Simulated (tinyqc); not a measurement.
p-type polysilicon, carrier trapping at grain boundaries: one step of the calculation.

One-dimensional grains of size Lg, uniform ionised doping N, monovalent traps Qt at each boundary at a depth Et below (for electrons) or above (for holes) the band edge there, abrupt depletion of width W on each side of a boundary, Boltzmann statistics. xi is the distance from the band edge at the grain centre to the Fermi level. Trapped charge Qt/(1 + exp((xi + VB - Et)/Vt)) = 2 N W, barrier VB = q N W^2/(2 eps0 eps_r).

Question. Depletion width, Fermi level and barrier. If the trap equation with xi = Vt ln(NB/N) has a root W < Lg/2, the grain is partly depleted; otherwise W = Lg/2 and the trap equation gives xi = Et - VB + Vt ln(Qt/(N Lg) - 1). N* = Qt/Lg.

Parameters, values chosen for the exercise; values of the order met in polycrystalline silicon: temperature T = 400 K; relative permittivity eps_r = 11.7; valence-band density of states at T NB = 4.08e19 cm^-3; grain size Lg = 86 nm; trap density of a grain boundary Qt = 1.5e12 cm^-2; depth of the trap level from the majority band edge at the boundary Et = 0.39 eV; doping N = 5.2e16 cm^-3.

Constants: q = 1.602176634e-19 C, kB = 1.380649e-23 J/K, Vt = kB T/q, eps0 = 8.8541878128e-14 F/cm where lengths are in cm. Results are converted to the units shown.

Give: N*; W; xi; VB; share of traps filled.

Answer.

N* = 1.7442e17 cm^-3
W = 43.000 nm
xi = 0.34516 V
VB = 0.074351 V
share of traps filled = 0.29813

N is 0.298 N*, and the grain is fully depleted; VB = 2.16 Vt.

Program tinyqc, `OMP_NUM_THREADS=1 python tinyqc.py 2830295 2830296 out.jsonl`; Intel Xeon 2.30GHz, shared host, one thread, about 0.01 s.
